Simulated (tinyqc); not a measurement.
# Field length and prefactor from two substrate currents

Problem. For Em = (Vd - Vdsat)/l, Isub/Id = (Ai/Bi)(Vd - Vdsat) exp(-Bi l/(Vd - Vdsat)), and l = sqrt(3 tox xj). Find l, Ai and xj.

Values chosen for this exercise: oxide thickness tox = 10 nm; ionisation field Bi = 1.82 MV/cm.

Isub/Id at Vd - Vdsat = 2.2 and 3 V: 0.00340161259  0.0267199602

Solution. ln[Isub/(Id (Vd - Vdsat))] is linear in 1/(Vd - Vdsat) with slope -Bi l.

l = 79.4 nm
Ai = 2.00e6 1/cm
xj = 210 nm

tinyqc, about 0.01 s, one thread, Intel Xeon 2.30GHz (shared host): `OMP_NUM_THREADS=1 python tinyqc.py 2550048 2550049 out.jsonl`
